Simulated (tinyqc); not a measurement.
From results back to parameters: Weaire-Thorpe hybrids on a Bethe lattice: gap and dangling bond of an amorphous tetrahedral solid. Three cases, with inputs chosen for the exercise.

Problem. In the Weaire-Thorpe model the two p-like peaks lie at -V2 + V1 and V2 + V1, and the guaranteed gap is 2 V2 - 4 V1. The peak positions come from hidden V1 and V2.

Find: V1, V2; guaranteed gap; lowest possible level -3 V1 - V2.

Method. The mean of the peaks is V1 and half their distance V2.

Case 1.

peaks (eV): bonding -2.730, antibonding 6.150

Solution.

V1, V2 (eV): 1.71  4.44

guaranteed gap = 2.04 eV
lowest possible level -3 V1 - V2 = -9.57 eV

Case 2.

peaks (eV): bonding -2.220, antibonding 6.180

Solution.

V1, V2 (eV): 1.98  4.20

guaranteed gap = 0.48 eV
lowest possible level -3 V1 - V2 = -10.14 eV

Case 3.

peaks (eV): bonding -2.760, antibonding 6.200

Solution.

V1, V2 (eV): 1.72  4.48

guaranteed gap = 2.08 eV
lowest possible level -3 V1 - V2 = -9.64 eV

Computed by tinyqc, one run a case: `OMP_NUM_THREADS=1 python tinyqc.py N N+1 out.jsonl` with N = 1450575, 1450658, 1450689; one thread of a shared Intel(R) Xeon(R) Processor @ 2.30GHz, about 0.02 s a run at most.
